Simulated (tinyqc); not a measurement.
Rapid thermal processing of a wafer: radiative balance, ramp and cooling, pattern effects, pyrometer error and spike budget: one step, computed by the program tinyqc. Command: `OMP_NUM_THREADS=1 python tinyqc.py 3110367 3110368 out.jsonl rtp walk`. One thread of a shared host (Intel(R) Xeon(R) Processor @ 2.30GHz), about 0.04 s of CPU time with the checks.

The wafer is opaque and uniform through its thickness unless said otherwise; temperatures in formulas are in kelvin (C + 273.15). sigma = 5.670374419e-12 W/(cm^2 K^4).

Task: Power to hold and to ramp. Effective emissivity between parallel grey plates: eps_eff = 1/(1/eps + 1/(1 - r) - 1). Loss per area q(T) = 2 eps_eff sigma (T^4 - T_w^4) + h (T - T_w). Absorbed power during a ramp = q(T) + C d x ramp rate; thermal time constant tau = C d/(dq/dT), dq/dT = 8 eps_eff sigma T^3 + h; natural cooling rate q/(C d); front-to-back difference under one-sided heating at the end of the ramp = (absorbed power) d/(2 k).

Inputs (values chosen for the exercise, modelled on a hot silicon wafer):

| quantity | value | unit |
|---|---|---|
| wafer thickness d | 525 | micrometre |
| heat capacity per volume C | 2.29 | J/(cm^3 K) |
| thermal conductivity k | 0.24 | W/(cm K) |
| emissivity eps of each face | 0.66 | - |
| reflectivity of the chamber walls r | 0.8 | - |
| gas heat-transfer coefficient h, both faces together | 0.9 | mW/(cm^2 K) |
| wall temperature T_w | 500 | K |
| process temperature | 1150 | C |
| ramp rate | 94 | K/s |

Give: eps_eff; holding power q; power at the end of the ramp; dq/dT; time constant tau; natural cooling rate; front-to-back difference.

Result:

eps_eff = 0.18132

holding power q = 9.1374 W/cm^2

power at the end of the ramp = 20.439 W/cm^2

dq/dT = 24.608 mW/(cm^2 K)

time constant tau = 4.8856 s

natural cooling rate = 76.002 K/s

front-to-back difference = 2.2355 K

Radiation carries 91 % of the loss. The ramp needs 2.2 times the holding power.
